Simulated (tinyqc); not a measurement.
Worked calculation: exchange-split free-electron bands and tunnelling magnetoresistance. Values are carried at full precision from step to step, so a last printed digit may differ when a step is redone from the rounded ones.

Majority and minority bands E = c k^2/m -/+ Dx/2, c = hbar^2/2m0, so k_up = sqrt(m (EF + Dx/2)/c), k_dn = sqrt(m (EF - Dx/2)/c); n_s = k_s^3/(6 pi^2), D_s = m k_s/(4 pi^2 c).

Constants: hbar^2/2m0 = 3.80998211 eV angstrom^2.

Parameters, chosen for this exercise: EF = 4.02 eV (Fermi energy above the mean band bottom); Dx = 5.34 eV (exchange splitting); m = 0.85 m0 (mass in the electrodes); mb = 0.95 m0 (mass in the barrier); phi = 1.09 eV (barrier height above EF); d = 11.7 angstrom (barrier thickness).

## The two Fermi spheres

Give k_s, n_s, D_s, the moment per electron (n_up - n_dn)/n and three polarisations: of D, of D v and of D v^2 (v proportional to k).

k_up, k_dn (1/angstrom): 1.2217  0.5488

n_up, n_dn (1/angstrom^3): 0.03079  0.00279

D_up, D_dn (1/(eV angstrom^3)): 0.00690  0.00310

moment per electron = 0.8338 muB

polarisations: D 0.3801, D v 0.6642, D v^2 0.8338

The three numbers differ although they describe one band structure: each probe (density of states, ballistic current, diffusive current) weights the velocity differently.

## Transmissions

Barrier: kappa = sqrt(mb phi/c), c = hbar^2/2m0. With a = k1/m, b = k2/m, w = kappa/mb, the transmission at normal incidence is T(k1, k2) = 4 a b w^2/[w^2 (a + b)^2 + (w^2 + a^2)(w^2 + b^2) sinh^2(kappa d)]. Parallel: G_P = T(up, up) + T(dn, dn); antiparallel: G_AP = 2 T(up, dn); TMR = (G_P - G_AP)/G_AP. Julliere: TMR = 2 P^2/(1 - P^2). Slonczewski factor: P_eff = P_k (w^2 - a_up a_dn)/(w^2 + a_up a_dn), P_k = (k_up - k_dn)/(k_up + k_dn).

Evaluate kappa and the three T.

kappa = 0.5213 1/angstrom
kappa d = 6.100

T: up-up 8.945e-06, dn-dn 1.962e-05, up-dn 1.325e-05

The minority channel transmits more, by a factor 2.19; the common factor exp(-2 kappa d) is 5.03e-06.

## Magnetoresistance

From the T, and from the Julliere formula with P_k and with P_eff.

TMR from T = 7.81 %
P_k = 0.3801
P_eff = -0.1938
Julliere with P_k = 33.77 %
Julliere with P_eff = 7.81 %

The interface factor is -0.510: it reverses the sign of the tunnelling polarisation. The plain Julliere value lies 26.0 points above the result and the one with P_eff 0.00 points from it. Symmetry filtering in crystalline barriers, which gives far larger values, is outside this model.

## Checks

- TMR of a thick barrier against the Julliere formula with P_eff: both 0.07807.

tinyqc: `OMP_NUM_THREADS=1 python tinyqc.py 1651453 1651454 out.jsonl`; about 0.01 s, one thread, shared Intel(R) Xeon(R) Processor @ 2.30GHz.
